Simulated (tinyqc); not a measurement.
Rectangular fin or nanosheet with a gate all round, subbands and threshold shift from confinement: two steps of the calculation.

Undoped body with a flat potential across it, hard walls, transport along x. One isotropic valley (g = 1, mx = my = mz = me). Non-parabolicity enters the subband edges through E (1 + al E) = gamma, so E = 2 gamma/(1 + sqrt(1 + 4 al gamma)); motion within a subband is taken as parabolic with the band-edge mass. Energies are counted from the bulk band edge.

Values chosen for this exercise; masses close to those of GaN:
```
symbol,value,unit,meaning
T,300,K,temperature
me,0.201,m0,mass at the band edge
al,0.18,1/eV,non-parabolicity
t,7,nm,width (along y)
dl,0,nm,widening of the box by penetration into the insulator
H,42,nm,height (along z)
```

Constants: q = 1.602176634e-19 C, kB = 1.380649e-23 J/K, hbar = 1.054571817e-34 J s, m0 = 9.1093837015e-31 kg, Vt = kB T/q, hbar^2/(2 m0) = 0.0380998212 eV nm^2. Results are converted to the units shown.

Question 1. Lowest subbands. gamma = C pi^2 [a^2/(my (t + dl)^2) + b^2/(mz (H + dl)^2)], C = hbar^2/(2 m0). List the 7 lowest, labelled by quantum numbers, with degeneracy g and N_k: N_k = g sqrt(2 mx m0 kB T/(pi hbar^2)).

Give: E_k; g; N_k.

Answer 1.

| subband | E_k (eV) | g | N_k (cm^-1) |
|---|---|---|---|
| 1,1 | 0.03897 | 1 | 2.084e6 |
| 1,2 | 0.04210 | 1 | 2.084e6 |
| 1,3 | 0.04732 | 1 | 2.084e6 |
| 1,4 | 0.05461 | 1 | 2.084e6 |
| 1,5 | 0.06396 | 1 | 2.084e6 |
| 1,6 | 0.07534 | 1 | 2.084e6 |
| 1,7 | 0.08873 | 1 | 2.084e6 |

Question 2. Threshold shift. Each subband has N_k = g sqrt(2 mx m0 kB T/(pi hbar^2)); without degeneracy n = exp(EF/Vt) sum N_k exp(-E_k/Vt). Classical value Nc times t H, Nc = sum over valleys of 2 g (m m0 kB T/(2 pi hbar^2))^1.5 with m = (mx my mz)^(1/3). Threshold shift dVT = Vt ln(classical value/sum N_k exp(-E_k/Vt)). Use the subbands listed.

| subband | E_k (eV) | N_k (cm^-1) |
|---|---|---|
| 1,1 | 0.038966756 | 2.0835729e6 |
| 1,2 | 0.042102623 | 2.0835729e6 |
| 1,3 | 0.047321333 | 2.0835729e6 |
| 1,4 | 0.054611373 | 2.0835729e6 |
| 1,5 | 0.063956802 | 2.0835729e6 |
| 1,6 | 0.075337423 | 2.0835729e6 |
| 1,7 | 0.088728995 | 2.0835729e6 |

Find: shares; sum N_k exp(-E_k/Vt); Nc; classical value; dVT.

Answer 2.

| subband | shares (%) |
|---|---|
| 1,1 | 25.47 |
| 1,2 | 22.56 |
| 1,3 | 18.43 |
| 1,4 | 13.90 |
| 1,5 | 9.69 |
| 1,6 | 6.24 |
| 1,7 | 3.72 |

sum N_k exp(-E_k/Vt) = 1.812e6 cm^-1
Nc = 2.261e18 cm^-3
classical value = 6.648e6 cm^-1
dVT = 33.60 mV

Numbers from tinyqc (`OMP_NUM_THREADS=1 python tinyqc.py 2350160 2350161 out.jsonl`; about 0.1 s on one thread of a shared Intel Xeon 2.30GHz).
